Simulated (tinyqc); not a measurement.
Inside a calculation. Model: out-diffusion of a doped substrate or buried layer into a growing epitaxial film. Computed by tinyqc, a small Python program that keeps every step. Command: `OMP_NUM_THREADS=1 python tinyqc.py 3020421 3020422 out.jsonl buried walk`. One thread of a shared host (Intel(R) Xeon(R) Processor @ 2.30GHz), about 0.01 s of CPU time with the checks. Intermediate numbers are printed to about 7 digits and carried at full precision; extremes and crossings named in words are read from the listed rows.

x is counted from the original substrate surface into the film, whose surface moves as x = v t. Substrate dopant has one diffusivity; the dopant of the film is taken as uniform.

Inputs (values chosen for the exercise, modelled on phosphorus in silicon):
```
quantity                                            value    unit
prefactor D0                                         5.09  cm^2/s
activation energy E                                  3.65      eV
substrate concentration C_s                       2.3e+18  1/cm^3
film doping C_e                                   4.9e+16  1/cm^3
growth rate v                                        0.89  um/min
film thickness d                                      7.3      um
growth temperature T                                  950       C
autodoping level at the start, as a share of C_s   0.0009       -
decay length of autodoping                           0.14      um
later thermal budget (Dt)2                        4.9e-10    cm^2
```

Film doping: opposite type.

Constants: k_B = 8.617333262e-05 eV/K.

## Scales

D = D0 exp(-E/(k_B T)); growth time t = d/v; l = 2 sqrt(D t); growth number G = v t/l = d/l; 1 um = 1e-4 cm. Temperatures in kelvin are T(C) + 273.15.

diffusivity D = 4.650756e-15 cm^2/s

growth time t = 8.202247 min

length l = 0.03025756 um

growth number G = 241.2621

The surface outruns diffusion, so the film acts as an infinite medium.

## Moving boundary against the simple erfc

For a surface that grows from dopant-free material and loses none by evaporation, with u = x/l and s = G - u: C/C_s = (1/2) [erfc(u) + (1 + 4 G (G + s)) exp(4 G s) erfc(G + s) - (4G/sqrt(pi)) exp(-u^2)]; for large G it tends to (1/2) erfc(u). Early in the growth G = sqrt(v x_s/(4 D)) for the thickness x_s reached so far; rows give C at the interface (u = 0) and at the surface (u = G).

The first stage of growth:
```
G     C/C_s at the interface  C at the surface (1/cm^3)  simple erfc there (1/cm^3)     ratio  thickness x_s (nm)
0.10               0.8240326               1.825217e+18                1.020668e+18  1.788258        1.254137e-03
0.25               0.6796730               1.262997e+18                8.322247e+17  1.517616        7.838353e-03
0.50               0.5771858               6.436755e+17                5.514251e+17  1.167294        3.135341e-02
0.75               0.5380755               3.026707e+17                3.321710e+17  0.911189        7.054518e-02
1.00               0.5209014               1.306173e+17                1.808941e+17  0.722065        1.254137e-01
1.50               0.5079422               1.846040e+16                3.897908e+16  0.473598        2.821807e-01
2.00               0.5037327               1.760981e+15                5.379395e+15  0.327357        5.016546e-01
2.50               0.5020203               1.107258e+14                4.679948e+14  0.236596        7.838353e-01
3.00               0.5012072               4.508660e+12                2.540407e+13  0.177478        1.128723e+00
```

At the interface the value falls from 0.824 towards 1/2 as G grows; among these rows it is within 1 % of 1/2 from G = 2 on. At the surface the ratio to the simple erfc goes from 1.788 to 0.177: a fixed wall would double the value, while fresh undoped material dilutes a fast-moving surface. The surface value drops below C_e = 4.9e16 by the row at 0.282 nm, within the first atomic layers, where the continuum picture is formal; the finished film has G = 241. Caution: rows with a thickness or a length l = x_s/G below about 1 nm are formal for a continuum model.

## Transition width

After growth and the later budget: l2 = 2 sqrt(D t + (Dt)2); C(x) = (C_s/2) erfc(x/l2) + share x C_s exp(-x/decay length) for x > 0 (autodoping taken as unchanged by the later budget). The transition x_t solves C(x) = C_e, the metallurgical junction. Usable film = d - x_t. Also give x_t for the erfc term alone, after growth and after the later budget.

length l2 = 0.4437516 um

x_t after growth, erfc alone = 0.04337956 um

x_t after the later budget, erfc alone = 0.6361965 um

x_t with autodoping = 0.6362553 um

usable film = 6.663745 um

Solid-state diffusion sets the transition. The later budget is 210 times that of the growth.

## Profile in the film

Positions are 0.05, 0.2, 0.4, 0.6, 0.8, 1, 1.25 and 1.5 of x_t with autodoping (any beyond the film thickness are formal); net doping = |C - C_e|.

Concentrations (1/cm^3):
```
x/x_t     x (um)     diffusion    autodoping    net doping
0.05   0.0318128  1.057131e+18  1.649240e+15  1.009780e+18
0.20   0.1272511  7.878406e+17  8.341121e+14  7.396747e+17
0.40   0.2545021  4.799143e+17  3.361077e+14  4.312504e+17
0.60   0.3817532  2.573078e+17  1.354355e+14  2.084432e+17
0.80   0.5090042  1.204819e+17  5.457410e+13  7.153652e+16
1.00   0.6362553  4.897801e+16  2.199078e+13             0
1.25   0.7953191  1.294470e+16  7.060057e+12  3.604824e+16
1.50   0.9543829  2.706508e+15  2.266604e+12  4.629123e+16
```

Checks made by the program: conservation of dopant by the moving-boundary solution (relative difference below 1e-10).
